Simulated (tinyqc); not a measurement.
Threshold-voltage variability of a planar MOSFET, analytic estimates: course of the iteration: margin in standard deviations for the wanted yield.

Three independent sources add in quadrature: random dopants in the depleted layer, metal-gate grains of two orientations, and roughness of the two gate edges acting through the roll-off VT = VT(long) - Vr exp(-L/l). These are first-order estimates: no three-dimensional electrostatics, no percolation.

Cells fail independently with probability Q(k) = erfc(k/sqrt(2))/2 when the margin is k standard deviations, and Y = exp(-Nb Q(k)). phi = exp(-k^2/2)/sqrt(2 pi). Newton steps on ln Q(k) = ln(-ln(Y)/Nb): k(new) = k + [ln Q - ln(-ln(Y)/Nb)] Q/phi.

Stop when k changes by less than 1e-9, or after 30 iterations.

Parameters, values chosen for the exercise: number of cells Nb = 65536; wanted yield Y = 0.99.

k at the start = 2

Course of the iteration:
```
iteration,k,|change|
1,7.01738,5.02
2,5.36558,1.65
3,5.12459,0.241
4,5.11928,5.31e-3
5,5.11928,2.57e-6
6,5.11928,6.05e-13
```

Did this iteration meet its convergence test, and what does its course show?

Yes. Converged in 6 iterations. At the end the number of correct digits about doubles with each step. With s(dVT) = 15.4 mV, 5.12 standard deviations are 78.9 mV.

Range of the model: The depletion depth exceeds L, so source and drain share much of the charge and the dopant estimate is rough.

Program tinyqc, `OMP_NUM_THREADS=1 python tinyqc.py 2090108 2090109 out.jsonl`; Intel Xeon 2.30GHz, shared host, one thread, about 0.01 s.
